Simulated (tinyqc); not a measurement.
# Scale length and barrier from the threshold roll-off

Question. For L well above Lambda the threshold falls by 2 m sqrt(A (A + Vds)) exp(-pi L/(2 Lambda)), A being the height of the source potential over the barrier top; the two values follow this form. Find Lambda and A.

Inputs (values chosen for the exercise):
```
symbol,value,unit,meaning
m,1,,long-channel body factor
Vds,1,V,drain voltage
```

threshold lowering at L = 25 and 40 nm (mV): 69.151554  10.532236

Answer. The ratio of the two values gives Lambda; the prefactor gives A (A + Vds), a quadratic with one positive root.

Lambda = 12.5 nm
A = 0.440 V

Computed by the program tinyqc: `OMP_NUM_THREADS=1 python tinyqc.py 2420038 2420039 out.jsonl`, one thread of a shared Intel Xeon 2.30GHz, about 0.01 s for the whole run.
